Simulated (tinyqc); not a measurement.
# Thermal and gravitational stress in a wafer during furnace and rapid thermal processing, and the onset of slip, step by step

A worked calculation. Computed by tinyqc, a small Python program that keeps every step. Command: `OMP_NUM_THREADS=1 python tinyqc.py 3009836 3009837 out.jsonl slip walk`. One thread of a shared host (Intel(R) Xeon(R) Processor @ 2.30GHz), about 0.01 s of CPU time with the checks. Intermediate numbers are printed to about 6 digits and carried at full precision; extremes and crossings named in words are read from the listed rows.

A thin free disc in plane stress, isotropic; T(r) = T_centre + dT (r/R)^n with n = 2. Stress is positive in tension; sigma_SB = 5.670374419e-8 W/(m^2 K^4), g = 9.80665 m/s^2.

Inputs (values chosen for the exercise, for a model wafer):
```
quantity,value,unit
wafer radius R,100,mm
thickness t,725,micrometre
Young's modulus E,158,GPa
Poisson ratio nu,0.26,-
expansion alpha,4.46,1e-6/K
edge less centre temperature dT,17,K
temperature T,1025,K
prefactor A of the critical stress,0.00017,MPa
energy U of the critical stress,1.01,eV
density rho,2330,kg/m^3
heat capacity c,934,J/(kg K)
conductivity k,25.1,W/(m K)
wafer spacing s,11,mm
ramp rate,2.2,K/min
radius of the support ring over R,0.56,-
```

Temperature profile: parabolic.

Constants: k_B = 8.617333262e-05 eV/K.

## Thermal stress

With x = r/R: s_rr = alpha E dT (1 - x^n)/(n + 2), s_tt = alpha E dT [1 - (n + 1) x^n]/(n + 2).

Temperature and stresses at r/R = 0, 0.3, 0.5, 0.7, 0.8, 0.9, 0.95, 1:
```
r/R,T - T_centre (K),s_rr (MPa),s_tt (MPa)
0.00,0.0000,2.99489,2.99489
0.30,1.5300,2.72535,2.18627
0.50,4.2500,2.24617,0.74872
0.70,8.3300,1.52739,-1.40760
0.80,10.8800,1.07816,-2.75530
0.90,13.7700,0.56903,-4.28269
0.95,15.3425,0.29200,-5.11377
1.00,17.0000,0.00000,-5.98978
```

hoop stress at the edge = -5.98978 MPa

r/R where s_tt = 0 = 0.577350

The hot edge is squeezed; the edge stress is n times that at the centre in size.

## Resolved stress round the edge

At the edge the stress is uniaxial along the tangent d = (cos phi, sin phi, 0) of a (001) wafer; the Schmid factor is the largest |(d.n)(d.b)| over the twelve {111}<110> systems.

Schmid factor and resolved stress at phi = 0, 7.5, 15, 22.5, 30, 37.5 and 45 degrees from [100]:
```
phi from [100] (degrees),Schmid factor,resolved stress (MPa)
0.0,0.408248,2.44532
7.5,0.454124,2.72010
15.0,0.482963,2.89284
22.5,0.492799,2.95176
30.0,0.482963,2.89284
37.5,0.454124,2.72010
45.0,0.408248,2.44532
```

The factor is 1/sqrt(6) = 0.408 along <100> and <110> and peaks at 0.4928 at 22.5 degrees, so slip, if any, starts at eight places between these directions.

## Slip criterion

Critical resolved stress tau_c = A exp(U/(k_B T)), a form chosen for the exercise; slip when 0.492799 |s_tt(R)| > tau_c; allowed |dT| = tau_c (n + 2)/(0.492799 n alpha E).

critical stress tau_c = 15.7208 MPa

resolved over critical stress = 0.187762

allowed |dT| = 90.5404 K

No slip; the margin is a factor 5.3. Caution: at lower temperature the exponential form overstates the strength: fracture from edge flaws comes first.

## Ramp rate in a batch furnace

In a stack heated from the rim, heat flows inward by conduction and by radiation between wafers: k_eff = k + (16/3) sigma_SB T^3 s^2/t (a diffusion estimate with the spacing as path length). A steady ramp gives the parabolic lag dT = rho c (ramp) R^2/(4 k_eff); the allowed ramp uses n = 2.

k_eff = 79.4537 W/(m K)

lag of the centre = 2.51073 K

allowed ramp rate = 79.3350 K/min

Radiation carries 68 % of the inward flow. The ramp is 0.03 of the allowed one.

## Gravity

Own weight q = rho g t on a ring of radius b R, x = r/R: moments of an edge-supported plate, M_r = q R^2 (3 + nu)(1 - x^2)/16 and M_t = q R^2 [(3 + nu) - (1 + 3 nu) x^2]/16, less the uniform moment inside the ring load, q R^2 [(1 - nu)(1 - b^2) - 2 (1 + nu) ln b]/8; stress at the lower face = 6 M/t^2.

stress at the centre = -0.0801494 MPa

radial stress at the ring = -0.200976 MPa

hoop stress at the ring = -0.146122 MPa

The largest of these is 0.0064 tau_c when halved for shear. Point supports give far higher local stress than a ring.

## Position of the support ring

The formulas are those given above.

Stress at the lower face (MPa):
```
b,centre,radial at ring,hoop at ring,largest in size
0.40,-0.307441,-0.369087,-0.341100,0.369087
0.50,-0.158780,-0.255102,-0.211373,0.255102
0.60,-0.030937,-0.169641,-0.106671,0.169641
0.65,0.027674,-0.135111,-0.061209,0.135111
0.70,0.083624,-0.105168,-0.019459,0.105168
0.75,0.137402,-0.079323,0.019067,0.137402
0.80,0.189401,-0.057184,0.054763,0.189401
0.90,0.289296,-0.022788,0.118894,0.289296
1.00,0.385290,0.000000,0.174917,0.385290
```

Among these rows the largest stress is least, 0.105 MPa, for a ring at 0.7 R, 3.7 times below edge support: the overhang balances the sag of the centre. All values scale as R^2/t.

## Limits against temperature

The formulas are those given above.

For the parabolic profile:
```
T (K),tau_c (MPa),allowed |dT| (K),k_eff (W/(m K)),allowed ramp (K/min)
1050,11.9739,68.9610,83.529,63.5254
1125,5.6892,32.7656,96.965,35.0380
1200,2.9666,17.0856,112.317,21.1634
1275,1.6701,9.6186,129.714,13.7596
1350,1.0022,5.7719,149.282,9.5024
1425,0.6346,3.6549,171.150,6.8985
1500,0.4206,2.4225,195.446,5.2216
```

From 1050 to 1500 K the allowed difference falls 28 times and the allowed ramp 12 times; radiation, which grows as T^3, gives back a factor 2.34. Ramps must slow as the wafer gets hotter.

Checks made by the program: force balance: the hoop stress integrates to zero (added to the edge stress) (relative difference below 1e-10).
